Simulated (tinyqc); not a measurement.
Inside a calculation. Method: RKS/B3LYP (VWN-RPA form) in the sto-6g basis, for BeH+, spin multiplicity 1. One step of it, computed by the program tinyqc.

Question. Iteration 1: building the Kohn-Sham matrix. J_ij = sum D_kl (ij|kl), K_ij = sum D_kl (ik|jl); F = H + J - 0.1 K + V_xc; E = tr D H + tr D J / 2 - 0.05 tr D K + E_xc + E_nn.

D at the start, order 1Be 1s, 1Be 2s, 1Be 2px, 1Be 2py, 1Be 2pz, 2H 1s:
```
[[1.721820, -0.415868, 0.000000, 0.000000, 0.010275, -0.024509],
 [-0.415868, 1.649657, 0.000000, 0.000000, -0.023430, 0.116893],
 [0.000000, 0.000000, 0.000000, 0.000000, 0.000000, 0.000000],
 [0.000000, 0.000000, 0.000000, 0.000000, 0.000000, 0.000000],
 [0.010275, -0.023430, 0.000000, 0.000000, 0.001792, 0.030079],
 [-0.024509, 0.116893, 0.000000, 0.000000, 0.030079, 0.703696]]
```

core Hamiltonian H = T + V (hartree), order 1Be 1s, 1Be 2s, 1Be 2px, 1Be 2py, 1Be 2pz, 2H 1s:
```
[[-8.338603, -1.958120, 0.000000, 0.000000, -0.018720, -0.553536],
 [-1.958120, -2.447482, 0.000000, 0.000000, -0.147242, -1.172751],
 [0.000000, 0.000000, -1.967894, 0.000000, 0.000000, 0.000000],
 [0.000000, 0.000000, 0.000000, -1.967894, 0.000000, 0.000000],
 [-0.018720, -0.147242, 0.000000, 0.000000, -2.082921, -1.219648],
 [-0.553536, -1.172751, 0.000000, 0.000000, -1.219648, -2.029506]]
```

Two-electron integrals (ij|kl) in chemists' order, unique and non-zero (hartree):
```
(11|11) 2.299996   (21|11) 0.361879   (21|21) 0.071926   (22|11) 0.570332
(22|21) 0.139654   (22|22) 0.417773   (31|31) 0.015252   (32|31) 0.022555
(32|32) 0.092340   (33|11) 0.570332   (33|21) 0.139654   (33|22) 0.417773
(33|33) 0.450117   (41|41) 0.015252   (42|41) 0.022555   (42|42) 0.092340
(43|43) 0.024258   (44|11) 0.570332   (44|21) 0.139654   (44|22) 0.417773
(44|33) 0.401601   (44|44) 0.450117   (51|51) 0.015252   (52|51) 0.022555
(52|52) 0.092340   (53|53) 0.024258   (54|54) 0.024258   (55|11) 0.570332
(55|21) 0.139654   (55|22) 0.417773   (55|33) 0.401601   (55|44) 0.401601
(55|55) 0.450117   (61|11) 0.103937   (61|21) 0.020031   (61|22) 0.038629
(61|33) 0.038312   (61|44) 0.038312   (61|51) 0.001976   (61|52) 0.003793
(61|55) 0.039263   (61|61) 0.005899   (62|11) 0.224085   (62|21) 0.055590
(62|22) 0.178114   (62|33) 0.171703   (62|44) 0.171703   (62|51) 0.007780
(62|52) 0.043835   (62|55) 0.190935   (62|61) 0.017026   (62|62) 0.108608
(63|31) 0.005677   (63|32) 0.025034   (63|53) 0.007839   (63|63) 0.010670
(64|41) 0.005677   (64|42) 0.025034   (64|54) 0.007839   (64|64) 0.010670
(65|11) 0.232653   (65|21) 0.058507   (65|22) 0.196118   (65|33) 0.184629
(65|44) 0.184629   (65|51) 0.012688   (65|52) 0.068628   (65|55) 0.219096
(65|61) 0.018894   (65|62) 0.136642   (65|65) 0.178586   (66|11) 0.389046
(66|21) 0.098543   (66|22) 0.350379   (66|33) 0.325065   (66|44) 0.325065
(66|51) 0.017102   (66|52) 0.120531   (66|55) 0.401007   (66|61) 0.031398
(66|62) 0.265795   (66|65) 0.356357   (66|66) 0.774999
```

nuclear repulsion = 1.57025879 hartree

V_xc (hartree), order 1Be 1s, 1Be 2s, 1Be 2px, 1Be 2py, 1Be 2pz, 2H 1s:
```
[[-1.146564, -0.148999, 0.000000, 0.000000, -0.000612, -0.044800],
 [-0.148999, -0.245311, 0.000000, 0.000000, -0.015666, -0.131444],
 [0.000000, 0.000000, -0.237546, 0.000000, 0.000000, 0.000000],
 [0.000000, 0.000000, 0.000000, -0.237546, 0.000000, 0.000000],
 [-0.000612, -0.015666, 0.000000, 0.000000, -0.260129, -0.159595],
 [-0.044800, -0.131444, 0.000000, 0.000000, -0.159595, -0.349605]]
```

E_xc = sum of w rho eps_xc = -1.99492104 hartree

Give: Coulomb J; exchange K; Kohn-Sham matrix F; total energy of this density.

Answer.

Coulomb J (hartree), order 1Be 1s, 1Be 2s, 1Be 2px, 1Be 2py, 1Be 2pz, 2H 1s:
```
[[4.9361, 0.8788, 0.0000, 0.0000, 0.0138, 0.2529],
 [0.8788, 1.8539, 0.0000, 0.0000, 0.0951, 0.8517],
 [0.0000, 0.0000, 1.8339, 0.0000, 0.0000, 0.0000],
 [0.0000, 0.0000, 0.0000, 1.8339, 0.0000, 0.0000],
 [0.0138, 0.0951, 0.0000, 0.0000, 1.8939, 0.9654],
 [0.2529, 0.8517, 0.0000, 0.0000, 0.9654, 1.7887]]
```

exchange K (hartree), order 1Be 1s, 1Be 2s, 1Be 2px, 1Be 2py, 1Be 2pz, 2H 1s:
```
[[3.7817, 0.6038, 0.0000, 0.0000, 0.0186, 0.1970],
 [0.6038, 0.8150, 0.0000, 0.0000, 0.1201, 0.5299],
 [0.0000, 0.0000, 0.1734, 0.0000, 0.0000, 0.0000],
 [0.0000, 0.0000, 0.0000, 0.1734, 0.0000, 0.0000],
 [0.0186, 0.1201, 0.0000, 0.0000, 0.3149, 0.3631],
 [0.1970, 0.5299, 0.0000, 0.0000, 0.3631, 0.7969]]
```

Kohn-Sham matrix F (hartree), order 1Be 1s, 1Be 2s, 1Be 2px, 1Be 2py, 1Be 2pz, 2H 1s:
```
[[-4.9272, -1.2887, 0.0000, 0.0000, -0.0074, -0.3652],
 [-1.2887, -0.9204, 0.0000, 0.0000, -0.0798, -0.5055],
 [0.0000, 0.0000, -0.3889, 0.0000, 0.0000, 0.0000],
 [0.0000, 0.0000, 0.0000, -0.3889, 0.0000, 0.0000],
 [-0.0074, -0.0798, 0.0000, 0.0000, -0.4806, -0.4501],
 [-0.3652, -0.5055, 0.0000, 0.0000, -0.4501, -0.6701]]
```

total energy of this density = -13.174568 hartree

This density is the starting one; it is not idempotent, so its energy is not variational and may lie below the converged one.
